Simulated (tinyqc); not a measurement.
Three-level Kane dispersion of a narrow-gap semiconductor, step by step. Values are carried at full precision from step to step, so a last printed digit may differ when a step is redone from the rounded ones.

Zero of energy at Gamma8, c = hbar^2/2m0, P^2 = Ep c. The free-electron term and remote bands are left out, so the heavy holes are flat at E = 0 and the other three bands obey E (E - Eg)(E + Dso) = P^2 k^2 (E + 2 Dso/3). The conduction band is the highest root; its edge is Ec = max(Eg, 0).

Constants: hbar^2/2m0 = 3.80998211 eV angstrom^2; hbar = 6.58211957e-16 eV s; e^2/(4 pi eps0) = 14.39964547 eV angstrom; muB = 5.788381798e-05 eV/T.

Values chosen for the exercise (near those of grey Sn; shifted at random, so the results belong to these values and not to a real crystal): Eg = -0.424 eV (E(Gamma6) - E(Gamma8)); Dso = 0.78 eV (spin-orbit splitting); Ep = 22.5 eV (Kane energy); k = 0.028 1/angstrom (wave vector); n = 7.3e+17 cm^-3 (electron density); eps = 22.8 (high-frequency dielectric constant); B = 3.9 T (magnetic field).

## The three bands at one k

Expand the equation into E^3 + a2 E^2 + a1 E + a0 = 0 and give its roots; compare with the two-level form (Dso to infinity) E = Eg/2 +/- sqrt(Eg^2/4 + (2/3) P^2 k^2).

P^2 k^2 = 0.067208 eV^2

a2, a1, a0: 1.204000  0.263512  -0.034948

roots (eV): -0.8415  -0.4540  0.0915

two-level form (eV): -0.5116  0.0876

The two-level form misses the highest root by -3.9 meV. The order is inverted: the band that would be the light hole curves upward from Gamma8 and touches the heavy holes, so there is no gap.

## Mass at the edge and limiting velocity

For Eg < 0 the conduction band starts at Gamma8 with m0* = 3 |Eg|/(2 Ep). In the two-level form the velocity tends to v = sqrt(2/3) P/hbar, and |Eg| = 2 m v^2 with m = 3 |Eg|/(2 Ep), as for a relativistic particle. 1 angstrom = 1e-10 m.

m0* = 0.02827 m0
P = 9.2588 eV angstrom
v = 1.149e+06 m/s
k at which the linear part sets in, |Eg|/(2 hbar v) = 0.02804 1/angstrom

## Fermi level and mass at a given density

Degenerate electrons at T = 0: kF = (3 pi^2 n)^(1/3), 1 cm^-3 = 1e-24 angstrom^-3; EF is the highest root at kF. The momentum (cyclotron, optical) mass is m(E) = hbar^2 k/(dE/dk) = c d(k^2)/dE with d(k^2)/dE = k^2 [1/E + 1/(E - Eg) + 1/(E + Dso) - 1/(E + 2 Dso/3)]; the density of states is k d(k^2)/dE/(2 pi^2).

Edge mass m0* = 3 |Eg|/(2 Ep).

Compare EF - Ec with the parabolic value c kF^2/m0*.

kF = 0.02786 1/angstrom
EF - Ec = 0.0907 eV
parabolic value = 0.1046 eV
m(EF) = 0.03691 m0
m(EF)/m0* = 1.306
density of states at EF = 1.367e+19 1/(eV cm^3)

The parabola overstates EF - Ec by a factor of 1.15; (EF - Ec)/|Eg| = 0.21, and the two-level rule 1 + 2 (EF - Ec)/|Eg| = 1.428 estimates the mass ratio. Side valleys about 0.1 eV up, left out here, start to fill at about this Fermi level.

## Plasma and cyclotron energies

hbar wp = sqrt(8 pi c (e^2/4 pi eps0) n/(eps m)), hbar wc = 2 muB B/m (classical limit), with m = m(EF) and, for comparison, the edge mass; n in angstrom^-3.

hbar wp with m(EF), with m0* (meV): 34.58  39.52

hbar wc with m(EF), with m0* (meV): 12.23  15.97

hbar wc is not small against EF - Ec = 90.7 meV, so fewer than ten Landau levels are filled and the classical value is only a guide.

## Checks

- Roots of the cubic against the 8 x 8 Kane matrix without remote terms: they agree to 1e-10 or better.
- m(E) near the edge against m0*: both 0.02827.

Program tinyqc; command `OMP_NUM_THREADS=1 python tinyqc.py 1051578 1051579 out.jsonl`; about 0.01 s on one thread of a shared Intel(R) Xeon(R) Processor @ 2.30GHz.
